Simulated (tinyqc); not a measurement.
Inside a calculation: two electrons on one impurity (helium-like model). Values are carried at full precision from step to step, so a last printed digit may differ when a step is redone from the rounded ones.

Units Ha* = 2 Ry m/eps^2 and a* = a0 eps/m. One electron is bound by Z^2/2. Two electrons in the singlet built from exp(-a r) and exp(-b r): S = 8 (ab)^(3/2)/(a + b)^3, h_aa = a^2/2 - Z a, h_bb alike, h_ab = S (ab/2 - Z (a + b)/2), J = ab (a^2 + 3ab + b^2)/(a + b)^3, K = 20 (ab)^3/(a + b)^5, E = (h_aa + h_bb + 2 S h_ab + J + K)/(1 + S^2). For a = b this is a^2 - 2 Z a + 5a/8. Real double donors are deeper, since the central cell is left out.

Constants: Ry = 13.60569312 eV; a0 (Bohr radius) = 0.5291772105 angstrom.

Values chosen for the exercise (near those of impurities in cubic GaN; shifted at random, so the results belong to these values and not to a real crystal):
```
symbol  value         unit  meaning
m       0.199         m0    one mean mass
eps     9.4                 dielectric constant
Z       1                   effective charge (1: D- centre, 2: double donor; other values mimic a central cell)
ab      (1.07, 0.28)  1/a*  trial exponents a, b
```

## Units and equal orbitals

Give Ha*, a*, the best common exponent Z - 5/16, E = -(Z - 5/16)^2, and the binding of the second electron -Z^2/2 - E.

Ha* = 61.284 meV
a* = 25.00 angstrom
exponent = 0.6875
E with equal orbitals = -0.47266 Ha*
binding of the second electron = -1.68 meV

With equal orbitals the second electron is not bound; this is a fault of the trial function, since unequal orbitals do bind it.

## Unequal orbitals

Evaluate the integrals and E.

S, h_aa, h_bb, h_ab, J, K: [0.53321, -0.49755, -0.24080, -0.28004, 0.25841, 0.11995]

E = -0.51283 Ha*

This lies 0.0402 Ha* below the best equal-orbital value -(Z - 5/16)^2.

## The minimum over a and b

Give a, b, E, both binding energies and U, their difference.

a, b (1/a*): [1.039, 0.283]

E = -0.51330 Ha*

binding of the first and second electron (meV): [30.64, 0.82]

U = 29.83 meV

Letting one electron stay close and the other roam (decay lengths 24 and 88 angstrom) gains 2.49 meV. The exact value for Z = 1 is -0.52775, a binding of 1.70 meV, so this function recovers 48 % of it.

## Checks

- Minimum for Z = 1 against the known -0.51330: both -0.51330.
- Minimum for Z = 2 against the known -2.87566: both -2.87566.

(tinyqc, `OMP_NUM_THREADS=1 python tinyqc.py 1281588 1281589 out.jsonl`, Intel(R) Xeon(R) Processor @ 2.30GHz, 1 thread, shared host, about 0.03 s.)
